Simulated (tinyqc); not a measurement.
Sheet resistance and Hall data of a diffused or implanted layer. An Irvin curve: changing the peak concentration. Computed by tinyqc, a small Python program. Command: `OMP_NUM_THREADS=1 python tinyqc.py 3001951 3001952 out.jsonl layer sweep`. One thread of a shared host (Intel(R) Xeon(R) Processor @ 2.30GHz), about 0.01 s of CPU time with the checks.

Carriers are taken equal to the net active doping down to the junction (full ionisation, which deep dopants in wide-gap hosts do not reach; no spill-over, no depletion), and the Hall factor is 1.

Inputs (values chosen for the exercise, modelled on donors in germanium): mu_min = 286 cm^2/(V s); mu_max = 3800 cm^2/(V s); N_ref = 1.2e+17 1/cm^3; exponent alpha = 0.54; length scale l = 95 nm; background doping N_B (opposite type) = 2.3e+14 1/cm^3; solubility limit N_s = 4.4e+19 1/cm^3.

Profile: box. Activation: limited by solubility.

Constants: e = 1.602176634e-19 C.

Method:
- N(x) = N_0 down to x_j = l, dose N_0 l.
- Mobility mu = mu_min + (mu_max - mu_min)/(1 + (N_t/N_ref)^alpha), N_t = active doping + N_B; carriers n = active doping - N_B, active doping min(N, N_s).
- Integrals from x_0 (0 unless stated) to x_j by the midpoint rule on 400 even intervals: 1/R_s = e int n mu dx; sheet density n_s = int n dx; Hall sheet density (int n mu dx)^2/int n mu^2 dx; Hall mobility int n mu^2 dx/int n mu dx.
- Mean conductivity 1/(R_s x_j); mean mobility 1/(e n_s R_s).

One run for each value; columns: (1) peak concentration N_0 (1/cm^3); (2) mean conductivity 1/(R_s x_j) (S/cm); (3) sheet resistance R_s (ohm); (4) Hall mobility (cm^2/(V s)); (5) junction depth x_j (nm); (6) sheet density n_s (1/cm^2):
```
(1)              (2)         (3)     (4)  (5)         (6)
4.60e+15  2.2916e+00  4.5934e+04  3273.0   95  4.1515e+10
1.40e+16  6.5211e+00  1.6142e+04  2955.8   95  1.3082e+11
4.10e+16  1.6567e+01  6.3539e+03  2536.2   95  3.8732e+11
1.20e+17  3.9186e+01  2.6862e+03  2042.1   95  1.1378e+12
3.60e+17  8.8556e+01  1.1887e+03  1536.3   95  3.4178e+12
3.20e+18  4.0812e+02  2.5792e+02   796.1   95  3.0398e+13
9.40e+18  8.8941e+02  1.1835e+02   590.6   95  8.9298e+13
2.80e+19  2.0713e+03  5.0820e+01   461.7   95  2.6600e+14
8.30e+19  2.9972e+03  3.5120e+01   425.2   95  4.1800e+14
```

Give the missing row, peak concentration N_0 (1/cm^3) = 1.10e+18.

Computed row; columns: (1) peak concentration N_0 (1/cm^3); (2) mean conductivity 1/(R_s x_j) (S/cm); (3) sheet resistance R_s (ohm); (4) Hall mobility (cm^2/(V s)); (5) junction depth x_j (nm); (6) sheet density n_s (1/cm^2):
```
(1)              (2)         (3)     (4)  (5)         (6)
1.10e+18  1.9410e+02  5.4231e+02  1101.6   95  1.0448e+13
```

Interpolating between the two neighbouring rows (the first column on a logarithmic scale, the others too where they are positive) misses most in sheet resistance R_s (ohm), by 0.36 %. Over the rows, mean conductivity 1/(R_s x_j) (S/cm) rises from 2.29 to 3000 (exponent d ln y / d ln x 0.94 between the first rows and 0.34 between the last); sheet resistance R_s (ohm) falls from 45900 to 35.1 (exponent d ln y / d ln x -0.94 between the first rows and -0.34 between the last); Hall mobility (cm^2/(V s)) falls from 3270 to 425 (exponent d ln y / d ln x -0.092 between the first rows and -0.076 between the last).

Caution (rows 4.60e15, 1.40e16, 4.10e16, 1.20e17, 3.60e17, 1.10e18): the layer is not thick against surface and junction depletion widths, which remove carriers that this model counts.

Extremes, crossings and ranges named in words are read from the listed rows.
